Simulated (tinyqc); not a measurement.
MOS structure on a p-type body with a surface-enhanced doping, non-linear Poisson equation by Newton steps: one step of the calculation.

One dimension, insulator interface at x = 0, acceptor density Na + N0 exp(-x/Ls), net doping C = -(acceptor density). psi is counted from the intrinsic level: n = ni exp((psi - Vb)/Vt), p = ni exp(-psi/Vt); deep in the body psi_b = -Vt ln(Na/ni). The gate acts through Cox = eps0 eox/tox and has the potential psi_G = Vg - (phiM - chi - Vt ln(Nc/ni)). Boltzmann statistics, full ionisation, classical densities, no oxide or interface charge.

Question. Scales and end potentials. ni = sqrt(Nc Nv) exp(-Eg/(2 Vt)), Eg in volts; Cox, psi_G and psi_b as defined.

Values chosen for this exercise; band and dielectric values close to those of silicon: temperature T = 300 K; band gap Eg = 1.1 eV; conduction-band density of states at T Nc = 2.78e19 cm^-3; valence-band density of states at T Nv = 2.64e19 cm^-3; electron affinity chi = 4.07 eV; acceptor density deep in the body Na = 1.3e18 cm^-3; relative permittivity of the gate insulator (close to aluminium oxide) eox = 9.03; insulator thickness tox = 25 nm; gate work function phiM = 4.26 eV; gate voltage against the body Vg = 5.37 V.

Constants: q = 1.602176634e-19 C, kB = 1.380649e-23 J/K, Vt = kB T/q, eps0 = 8.8541878128e-14 F/cm where lengths are in cm. Results are converted to the units shown.

Give: ni; Cox; psi_G; psi_b.

Answer.

ni = 1.560e10 cm^-3
Cox = 0.3198 uF/cm^2
psi_G = 5.731 V
psi_b = -0.4715 V

Numbers from tinyqc (`OMP_NUM_THREADS=1 python tinyqc.py 2080101 2080102 out.jsonl`; about 0.8 s on one thread of a shared Intel Xeon 2.30GHz).
